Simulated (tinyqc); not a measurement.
p-n heterojunction, non-linear Poisson equation by Newton steps, Fermi-Dirac statistics: two steps of the calculation.

One dimension, material 1 (p-type) at x < 0 and material 2 (n-type) at x > 0. Band edges: Ec = -psi in material 1 and -psi + dEc in material 2, Ev = Ec - Eg. Flat quasi-Fermi levels: 0 for holes, +V for electrons. n = Nc F((EFn - Ec)/Vt), p = Nv F((Ev - EFp)/Vt), with F(eta) = F_1/2(eta) = (2/sqrt(pi)) int_0^infinity sqrt(u) du/(1 + exp(u - eta)) (Fermi-Dirac statistics); full ionisation, no interface charge, classical densities; the doping types are chosen for the exercise.

Inputs (values chosen for the exercise); band and dielectric values close to those of SiGe and Si:
```
symbol,value,unit,meaning
T,400,K,temperature
Eg1,0.932,eV,band gap of material 1
er1,13.2,,relative permittivity of material 1
Nc1,2.97e19,cm^-3,conduction-band density of states of material 1
Nv1,1.51e19,cm^-3,valence-band density of states of material 1
Eg2,1.11,eV,band gap of material 2
er2,11.7,,relative permittivity of material 2
Nc2,4.37e19,cm^-3,conduction-band density of states of material 2
Nv2,4.16e19,cm^-3,valence-band density of states of material 2
dEc,0,eV,conduction-band offset Ec2 - Ec1
N1,3.6e16,cm^-3,acceptor density of material 1
N2,2.3e18,cm^-3,donor density of material 2
V,0.2,V,bias of side 1 against side 2
```

Constants: q = 1.602176634e-19 C, kB = 1.380649e-23 J/K, Vt = kB T/q, eps0 = 8.8541878128e-14 F/cm where lengths are in cm. Results are converted to the units shown.

Question 1. Newton step. Solve the tridiagonal system a_(i-1) d_(i-1) + b_i d_i + a_i d_(i+1) = -F_i for nodes 1 to 10, with d = 0 on fixed nodes. Each component d is damped to sign(d) Vt ln(1 + |d|/Vt) before it is added.

coupling a_i, interval 0 to 10 (F/cm^2): [5.3859576e-8, 1.2745396e-7, 3.0200331e-7, 7.1834837e-7, 1.6987686e-6, 3.7874000e-6, 2.9346741e-6, 2.4035730e-6, 1.9883685e-6, 1.6186562e-6, 1.3281282e-6]

```
node  diagonal b (F/cm^2)  residual F (C/cm^2)
1           -5.9616699e-7        -1.0309574e-7
2           -3.3063244e-6        -1.3687625e-7
3           -4.9675934e-6        -1.5241306e-7
4           -5.1403005e-6        -1.0111112e-7
5           -6.9024724e-6        -5.2747350e-8
6           -8.2173856e-6         6.5851345e-8
7           -7.3658938e-6         7.3926106e-8
8           -7.1944436e-6         7.7806547e-8
9           -7.6019992e-6         7.4542620e-8
10          -8.8606197e-6         5.4794198e-8
```

psi at the start, node 0 to 11 (V): [-0.72387113, -0.49478410, -0.39797636, -0.35712075, -0.33994450, -0.33268128, -0.32961975, -0.32589313, -0.32134306, -0.31584286, -0.30908638, -0.30085191]

Find: Newton step d, before damping; psi after iteration 1.

Answer 1.

Newton step d, before damping, node 1 to 10 (V): [-0.18404, -0.05195, -0.03780, -0.02740, -0.00741, 0.01271, 0.02273, 0.02336, 0.01793, 0.00946]
psi after iteration 1, node 0 to 11 (V): [-0.72387, -0.55844, -0.42966, -0.38264, -0.36011, -0.33939, -0.31880, -0.30844, -0.30351, -0.30141, -0.30073, -0.30085]

Question 2. Check against the first integral. Exact first integral: on each side D^2/(2 eps0 er) = G, G = q [Vt (nI_j - nI_b) + Vt (pI_j - pI_b) - C (psi_j - psi_b)], with C = -N1 or +N2, b the neutral end of that side, and nI, pI the densities with F_1/2 replaced by F_3/2(eta) = (4/(3 sqrt(pi))) int_0^infinity u^(3/2) du/(1 + exp(u - eta)). D is continuous, so er1 G1(psi_j) = er2 G2(psi_j) fixes psi_j. Ends from Nv1 F((-psi_L - Eg1)/Vt) = N1 and Nc2 F((V + psi_R - dEc)/Vt) = N2. D is counted positive when psi rises towards material 2.

Give: psi_j; D; psi_j - psi_L; psi_R - psi_j; Ec1 - EFn at the interface; Ec2 - EFn at the interface.

Answer 2.

psi_j = -0.33914 V
D = 107.10 nC/cm^2
psi_j - psi_L = 0.38473 V
psi_R - psi_j = 0.038286 V
Ec1 - EFn at the interface = 0.13914 eV
Ec2 - EFn at the interface = 0.13914 eV

Material 1 takes 90.9 % of the bending.

Numbers from tinyqc (`OMP_NUM_THREADS=1 python tinyqc.py 2040011 2040012 out.jsonl`; about 0.1 s on one thread of a shared Intel Xeon 2.30GHz).
